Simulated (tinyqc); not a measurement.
Hubbard ring of 4 sites, step by step. Computed by tinyqc, a small Python program that keeps every step. Settings: hopping = 1.67, U = 4.7, mixing = 1, iteration cap = 61. Command: `OMP_NUM_THREADS=1 python tinyqc.py 26535 26536 out.jsonl` (the two numbers bound the seeds that draw the settings). One thread of a shared host (Intel(R) Xeon(R) Processor @ 2.60GHz), about 0.2 s of CPU time with the checks.

one-body matrix (hopping and site energies) (eV):
```
           1          2          3          4
1  -0.960000  -1.670000   0.000000  -1.670000
2  -1.670000   0.200000  -1.670000   0.000000
3   0.000000  -1.670000   0.800000  -1.670000
4  -1.670000   0.000000  -1.670000   0.820000
```

U = 4.700000 eV

electrons, up and down: 3  2

n(up) at the start (a guess, not normalised): 1 1.000000, 2 0.450000, 3 1.000000, 4 0.450000

n(down) at the start (a guess): 1 0.200000, 2 0.800000, 3 0.200000, 4 0.800000

Each step fills the lowest levels of T + U n(other spin) and sets n(new) = n + mixing (n(out) - n); stop when output and input agree to 1e-8.

Course of the cycle:
```
iteration      E (eV)  largest |n(out) - n(in)|  mean |n_up - n_down|
1          1.38901243                  2.93e-01              0.420275
2          1.30668148                  1.24e-01              0.368885
3          1.30052566                  9.63e-02              0.376727
4          1.30037427                  1.23e-01              0.380758
5          1.29677566                  1.23e-01              0.418842
6          1.28684942                  1.64e-01              0.415586
7          1.26856279                  1.18e-01              0.457598
8          1.24946534                  1.58e-01              0.451710
9          1.23161874                  7.66e-02              0.480825
10         1.21969257                  1.08e-01              0.477547
11         1.21247617                  4.34e-02              0.491039
...               ...                       ...                   ...
49         1.20501647                  1.84e-07              0.493784
50         1.20501647                  2.55e-07              0.493784
51         1.20501647                  9.73e-08              0.493784
52         1.20501647                  1.34e-07              0.493784
53         1.20501647                  5.13e-08              0.493784
54         1.20501647                  7.09e-08              0.493784
55         1.20501647                  2.71e-08              0.493784
56         1.20501647                  3.74e-08              0.493784
57         1.20501647                  1.43e-08              0.493784
58         1.20501647                  1.97e-08              0.493784
59         1.20501647                  7.52e-09              0.493784
```

Can the last value be used, and what does the course show?

No, though the log alone does not show it. Converged in 59 iterations. But random starts reach 0.76428 eV, so this is another stationary point, not the lowest one. Reruns (cap 100 unless said): mixing 0.2: not converged; mixing 0.5: not converged; mixing 0.9: converged in 62 to a higher stationary point (E = 1.20502). Before convergence this energy mixes input and output and is not variational, so it may rise towards its limit.
